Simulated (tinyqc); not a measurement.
From results back to parameters: heavy doping: gap narrowing, degeneracy and the minority density. Two cases, with inputs chosen for the exercise.

Problem. Narrowing at two dopings was computed from hidden E0 and N0, with N0 below Na.

Empirical narrowing (Slotboom form, constants chosen for the exercise; published fits of this form give the apparent narrowing, here it is taken as the true one): dEg = E0 [ln(N/N0) + sqrt(ln(N/N0)^2 + C)].

Case 1.

Values chosen (out of a larger set: gap and densities of states near those of GaAs at this temperature; narrowing constants of the size fitted for Si, not for this material; not measured data): C = 0.5 (smoothing constant); Na = 9.1e+17 1/cm^3; Nb = 2.7e+19 1/cm^3.

dEg(Na) = 42.9670 meV
dEg(Nb) = 104.2344 meV

Case 2.

Values chosen (out of a larger set: gap and densities of states near those of GaAs at this temperature; narrowing constants of the size fitted for Si, not for this material; not measured data): C = 0.5 (smoothing constant); Na = 1.2e+18 1/cm^3; Nb = 3.6e+19 1/cm^3.

dEg(Na) = 47.0659 meV
dEg(Nb) = 114.3978 meV

Find: N0; E0.

Solution. The ratio dEg(Nb)/dEg(Na) depends on N0 alone and rises steadily with it; solve for ln N0 by bisection, then E0 from either value.

Case 1.

N0 = 9.1e+16 1/cm^3
E0 = 9.12 meV

Case 2.

N0 = 1.2e+17 1/cm^3
E0 = 9.99 meV

Computed by tinyqc, one run a case: `OMP_NUM_THREADS=1 python tinyqc.py N N+1 out.jsonl` with N = 1651293, 1651442; one thread of a shared Intel(R) Xeon(R) Processor @ 2.30GHz, about 0.01 s a run at most.
